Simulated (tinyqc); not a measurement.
Resonant-tunnelling diode, transfer matrices and Tsu-Esaki current: two steps of the calculation.

Emitter (band edge 0), barrier d1, well Lw, barrier d2, collector (edge -V). The bias drops linearly over these layers and none in the contacts; each layer is cut into ns equal slices, flat at the value of their centres. E is the energy of motion across the layers, C = hbar^2/(2 m0), psi and psi'/m are continuous. Transport is coherent, T(E) is taken as independent of the transverse momentum, and charge in the well is ignored.

Inputs (values chosen for the exercise); masses and offsets of a made-up heterostructure:

| symbol | value | unit | meaning |
|---|---|---|---|
| T | 300 | K | temperature |
| mw | 0.036 | m0 | mass in the well, spacer and contacts |
| ns | 3 |  | slices in each layer |
| Ef | 0.013 | eV | Fermi energy of both contacts above their band edges |
| V | 0.023 | V | bias of the collector |
| E | 0.02624 | eV | trial energy |

Constants: q = 1.602176634e-19 C, kB = 1.380649e-23 J/K, hbar = 1.054571817e-34 J s, m0 = 9.1093837015e-31 kg, Vt = kB T/q, hbar^2/(2 m0) = 0.0380998212 eV nm^2. Results are converted to the units shown.

Task 1. Running product of the slice matrices at the trial energy. For the pair (psi, psi'/m) a flat layer has M = [[cos kd, (m/k) sin kd], [-(k/m) sin kd, cos kd]] with k = sqrt(m (E - U)/C) above its edge U, and M = [[cosh Kd, (m/K) sinh Kd], [(K/m) sinh Kd, cosh Kd]] with K = sqrt(m (U - E)/C) below it. Later slices stand to the left. With M acting on (psi, psi'/m) and v = k/m in each lead, T(E) = 4 vL vR/[(vL vR M12 - M21)^2 + (vR M11 + vL M22)^2]. vL = sqrt(mw E/C)/mw, vR = sqrt(mw (E + V)/C)/mw.

| slice | U (eV) | m (m0) | width (nm) |
|---|---|---|---|
| 0 | 0.19935312 | 0.091 | 0.9 |
| 1 | 0.19805938 | 0.091 | 0.9 |
| 2 | 0.19676562 | 0.091 | 0.9 |
| 3 | -0.00630104 | 0.036 | 3.3666667 |
| 4 | -0.01114062 | 0.036 | 3.3666667 |
| 5 | -0.01598021 | 0.036 | 3.3666667 |
| 6 | 0.18083333 | 0.091 | 1.0666667 |
| 7 | 0.17930000 | 0.091 | 1.0666667 |
| 8 | 0.17776667 | 0.091 | 1.0666667 |

Find: Product after each layer; T(E).

Result 1.

Product after each layer:

|  | M11 | M12 (nm) | M21 (1/nm) | M22 |
|---|---|---|---|---|
| barrier d1 | 2.9146 | 0.38790 | 19.223 | 2.9015 |
| well | 2.7581 | 0.42928 | -22.092 | -3.0759 |
| barrier d2 | -1.4908 | -0.047091 | -15.701 | -1.1667 |

T(E) = 0.25802

Task 2. Current from the resonance alone. J = J0 times the integral over E > 0 of T(E) N(E), N = ln[(1 + exp((Ef - E)/Vt))/(1 + exp((Ef - V - E)/Vt))], J0 = q^2 mw m0 kB T/(2 pi^2 hbar^3) (times 1e-4 for A/cm^2 per eV). For a sharp resonance J = J0 (pi G/2) Tp N(Er), with Er the peak energy, Tp the peak transmission and G the full width at half maximum (in eV). The three values given are estimates from a parabola through three points of 1/T(E).

Er = 0.024327663 eV
Tp = 0.99980895
G = 2.1092091 meV

Wanted: J0; N(Er); J.

Result 2.

J0 = 1.5061e7 A/(cm^2 eV)
N(Er) = 0.26276
J = 13.109 kA/cm^2

The full integral over T(E) gives 14.33 kA/cm^2; the value above is 8.5 % below it.

Computed by the program tinyqc: `OMP_NUM_THREADS=1 python tinyqc.py 2600104 2600105 out.jsonl`, one thread of a shared Intel Xeon 2.30GHz, about 0.1 s for the whole run.
